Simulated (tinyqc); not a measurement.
Inside a calculation. Method: tight binding, kagome lattice. One step of it, computed by the program tinyqc.

Task: Bloch Hamiltonian at k. H_AB = -t1 - t2 exp(-i k.a1), H_AC = -t1 - t2 exp(-i k.a2), H_BC = -t1 - t2 exp(i k.(a1 - a2)), H_CC = delta.

Parameters chosen for this model:
```
parameter     value                unit
t1         1.360000    eV, up triangles
t2         1.910000  eV, down triangles
delta             0        eV on site C
```

k point k (fractions of the reciprocal vectors): 0.330000  -0.050000

Give: H(k) at k.

Result:

H(k) at k (eV), lower triangle (Hermitian):
```
                 A               B       C
A           0.0000
B  -0.4399-1.6737i          0.0000
C  -3.1765+0.5902i  0.0323+1.3075i  0.0000
```
